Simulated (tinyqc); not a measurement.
# Deal-Grove kinetics of thermal oxidation of silicon, step by step

A worked calculation. Computed by tinyqc, a small Python program that keeps every step. Command: `OMP_NUM_THREADS=1 python tinyqc.py 3001812 3001813 out.jsonl oxide walk`. One thread of a shared host (Intel(R) Xeon(R) Processor @ 2.30GHz), about 0.09 s of CPU time with the checks. Intermediate numbers are printed to about 5 digits and carried at full precision; extremes and crossings named in words are read from the listed rows.

Oxidant diffuses through the oxide and reacts at the interface, so that dx/dt = B/(A + 2x) for the oxide thickness x.

Inputs (values chosen for the exercise, close to those used for silicon):
```
quantity                             value    unit
prefactor B0                           674  um^2/h
activation energy E_B                 1.24      eV
prefactor (B/A)0                  6.05e+06    um/h
activation energy E_A                 2.01      eV
temperature T                          950       C
oxidant pressure p                    0.25     atm
pressure exponent m of B/A            0.74       -
initial oxide x_i                     0.01      um
time t                                 1.5       h
ratio c of the extra rate to B/A         1       -
decay length L                       0.012      um
```

Ambient: dry oxygen. Surface: (111). Extension: thin-film term.

Constants: k_B = 8.617333262e-05 eV/K.

## Rate constants

B = B0 p exp(-E_B/(k_B T)), B/A = (B/A)0 p^m exp(-E_A/(k_B T)), p in atm; A = B/(B/A). Temperatures in kelvin are T(C) + 273.15.

parabolic constant B = 0.0013104 um^2/h

linear constant B/A = 0.011334 um/h

length A = 0.11562 um

Reaction at the interface limits growth while x is well below A/2 = 0.0578 um, diffusion once x is well above it.

## Thickness after the oxidation

tau = (x_i^2 + A x_i)/B and x = (A/2) [sqrt(1 + 4 B (t + tau)/A^2) - 1], the root of x^2 + A x = B (t + tau). Silicon consumed is 0.44 times the oxide grown; the rate is B/(A + 2x).

tau = 0.95864 h

oxide thickness x = 0.023207 um

silicon consumed = 0.0058112 um

final growth rate = 0.0080871 um/h

2x/A = 0.401: reaction and diffusion both resist, diffusion with a share 2x/(A + 2x) = 0.29.

## Full law against its linear and parabolic limits

Linear limit x = (B/A)(t + tau); parabolic limit x = sqrt(B (t + tau)).

Thickness (um):
```
t (h)     full  linear limit  parabolic limit    2x/A
0.05   0.01048       0.01143          0.03636  0.1813
0.1    0.01096       0.01200          0.03725  0.1896
0.25   0.01237       0.01370          0.03980  0.2141
0.5    0.01467       0.01653          0.04372  0.2538
1      0.01906       0.02220          0.05066  0.3297
2      0.02715       0.03353          0.06226  0.4697
4      0.04139       0.05620          0.08061  0.7159
8      0.06500       0.10153          0.10835  1.1243
16     0.10208       0.19220          0.14907  1.7658
32     0.15790       0.37354          0.20782  2.7314
```

Both limits lie above the full result, since each drops one resistance. The linear law overshoots by 9.1 % in the first row and 140 % in the last, the parabolic law by 250 % and 32 %. The better limit switches between 8 and 16 h; both give the same value where B (t + tau) = A^2, at 2x/A = sqrt5 - 1 = 1.24.

## A single trial Runge-Kutta step of the thin-film equation

With f(x) = B/(A + 2x) + c (B/A) exp(-x/L) and h = L/(4 f(x_i)): k1 = f(x_i), k2 = f(x_i + h k1/2), k3 = f(x_i + h k2/2), k4 = f(x_i + h k3), x = x_i + h (k1 + 2 k2 + 2 k3 + k4)/6.

step h = 0.20565 h

k1 to k4 (um/h): 0.014588  0.013800  0.013841  0.013159

x after the step = 0.012846 um

## Thickness with the thin-film term

Thin-film (Massoud) form: dx/dt = B/(A + 2x) + c (B/A) exp(-x/L), integrated from x_i by fourth-order Runge-Kutta in 2000 steps, the i-th of length (2 i - 1) t/2000^2.

thickness with the thin-film term = 0.026633 um

The extra term adds 3.43 nm to the Deal-Grove value.

## What the thin-film term adds

The formulas are those given above.

Thickness:
```
t (h)  Deal-Grove (um)  with the term (um)  difference (nm)
0.02           0.01019             0.01029           0.0972
0.05           0.01048             0.01072           0.2382
0.1            0.01096             0.01142           0.4610
0.3            0.01284             0.01406           1.2225
1              0.01906             0.02189           2.8328
3              0.03454             0.03864           4.0921
10             0.07524             0.07877           3.5277
30             0.15174             0.15402           2.2879
```

The gain reaches at most 4.09 nm among these rows, at 3 h, and then shrinks, because the thicker film grows more slowly once diffusion matters. If the base rate kept its starting value B/(A + 2 x_i), the gain would level off at L ln(1 + c (1 + 2 x_i/A) exp(-x_i/L)) = 4.94 nm.

Checks made by the program: closed form against Runge-Kutta integration of dx/dt (relative difference below 1e-10).
